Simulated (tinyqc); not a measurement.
# Lossy on-chip transmission line with skin effect: line properties against frequency

A uniform line in a homogeneous dielectric: c = sqrt(er)/(c0 Z0), l = Z0 sqrt(er)/c0 (c0 = 299792458 m/s), g = w c td, w = 2 pi f. The resistance joins its limits as r = sqrt(r_dc^2 + r_hf^2), with r_dc = rho/(wd th), r_hf = kr rho/(2 delta (wd + th)), delta = sqrt(rho/(pi f mu0)), mu0 = 4 pi 1e-7 H/m; this is an interpolation, and internal inductance, up to 0.05 nH/mm at low frequency, is neglected.

gamma = sqrt((r + i w l)(g + i w c)) = alpha + i beta, Zc = sqrt((r + i w l)/(g + i w c)), roots with positive real part; loss 8.685889638 alpha in dB; phase velocity w/beta. ZL = 1/(1/RL + i w CL); reflection (ZL - Zc)/(ZL + Zc); Zin = Zc (ZL + Zc tanh(gamma len))/(Zc + ZL tanh(gamma len)); H = V_load/V_source = [Zin/(Zin + Rg)]/[cosh(gamma len) + (Zc/ZL) sinh(gamma len)].

Parameters, values chosen for the exercise:

| symbol | value | unit | meaning |
|---|---|---|---|
| wd | 5.6 | um | width of the strip |
| th | 1.6 | um | thickness of the strip |
| rho | 2.2 | uohm cm | resistivity |
| er | 2.7 |  | relative permittivity |
| td | 0.01 |  | loss tangent |
| Z0 | 45 | ohm | lossless impedance sqrt(l/c) |
| kr | 2 |  | factor for crowding and the return path |
| len | 1.1 | mm | length |
| Rg | 50 | ohm | source resistance |
| RL | 1000 | ohm | load resistance |
| CL | 100 | fF | load capacitance |

Line properties against frequency:

| f (GHz) | r (ohm/mm) | r/(w l) | loss (dB/mm) | \|Zc\| (ohm) | phase velocity over c0 | length in wavelengths | \|H\| (dB) |
|---|---|---|---|---|---|---|---|
| 0.01 | 2.459 | 158.7 | 0.02669 | 566.8 | 0.06845 | 5.360e-4 | -0.4462 |
| 0.03 | 2.466 | 53.03 | 0.04601 | 327.7 | 0.1177 | 9.356e-4 | -0.4463 |
| 0.09 | 2.486 | 17.82 | 0.07856 | 190.1 | 0.1992 | 0.001658 | -0.4468 |
| 0.3 | 2.556 | 5.497 | 0.1367 | 106.4 | 0.3367 | 0.003269 | -0.4488 |
| 0.8 | 2.715 | 2.190 | 0.2023 | 69.82 | 0.4678 | 0.006275 | -0.4568 |
| 2 | 3.063 | 0.9881 | 0.2728 | 53.35 | 0.5560 | 0.01320 | -0.4934 |
| 7 | 4.214 | 0.3884 | 0.4101 | 46.61 | 0.5984 | 0.04293 | -0.9075 |
| 20 | 6.288 | 0.2029 | 0.6338 | 45.45 | 0.6058 | 0.1211 | -3.046 |
| 60 | 10.32 | 0.1110 | 1.085 | 45.14 | 0.6078 | 0.3622 | -7.479 |

What does the comparison show?

r equals w l at 1.97 GHz: below it |Zc| and the delay grow as in an RC line, above it |Zc| tends to Z0 = 45 ohm and the velocity to 1/sqrt(er) = 0.609 c0. The loss goes as f^(0.50) between the first two rows and f^(0.49) between the last two. |H| is -0.446 dB in the first row and -7.48 dB in the last; between rows it can pass through resonances that the table doesn't show.

Program tinyqc, `OMP_NUM_THREADS=1 python tinyqc.py 2810207 2810208 out.jsonl`; Intel Xeon 2.30GHz, shared host, one thread, about 0.01 s.
